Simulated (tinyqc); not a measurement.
# Pinning factor and decay constant from two barriers

Problem. phiB = S (phiM - chi) + (1 - S)(Eg - E0) with S = 1/(1 + (1/S0 - 1) exp(-be ti)). Find S0, S at the given thickness and be.

Values chosen for this exercise; semiconductor values close to those of gallium arsenide; interlayer mass of the order of that in titanium dioxide, offset chosen freely: band gap Eg = 1.44 eV; electron affinity chi = 3.92 eV; charge-neutrality level above the valence band E0 = 0.5 eV; metal work function phiM = 4.22 eV.

phiB at ti = 0, 0.4 nm (eV): [0.87664000, 0.75347639]

Solution. Each barrier gives its S by linear interpolation between the pinned and the unpinned value; the ratio of the two values of 1/S - 1 is exp(be ti).

S0 = 0.0990
S = 0.291
be = 3.30 1/nm

Numbers from tinyqc (`OMP_NUM_THREADS=1 python tinyqc.py 2270062 2270063 out.jsonl`; about 0.03 s on one thread of a shared Intel Xeon 2.30GHz).
